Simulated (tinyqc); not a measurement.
Admittance spectroscopy and thermally stimulated current of one trap level in a depletion layer: one step, computed by the program tinyqc.

A Schottky junction on n-type material holds one donor-like electron trap; shallow donors are fully ionised and abrupt depletion edges are assumed.

Question. Temperature of the peak. N_c = 2 (2 pi m k_B T/h^2)^(3/2), v_th = sqrt(3 k_B T/m), emission rate e_n = sigma v_th N_c exp(-E_t/(k_B T)). Where the level crosses the Fermi level capture equals emission, so the trap follows the signal with the rate 2 e_n; G/omega peaks at omega = 2 e_n (the correction for large N_t/N is left out). Solve 2 e_n(T_p) = 2 pi f.

Inputs (values chosen for the exercise, modelled on n-type GaN):
```
quantity                         value    unit
density-of-states mass m         0.206     m_0
shallow doping N               4.4e+16  1/cm^3
trap depth E_t below the band    0.184      eV
capture cross section sigma    8.6e-16    cm^2
test frequency f                 10000      Hz
```

Constants: k_B = 1.380649e-23 J/K; m_0 = 9.1093837015e-31 kg; h = 6.62607015e-34 J s; k_B = 8.617333262e-05 eV/K.

Give: peak temperature T_p; N_c at T_p; e_n at T_p; E_c - E_F = k_B T_p ln(N_c/N).

Answer.

peak temperature T_p = 163.0 K

N_c at T_p = 9.398e+17 1/cm^3

e_n at T_p = 31416 1/s

E_c - E_F = k_B T_p ln(N_c/N) = 0.04301 eV
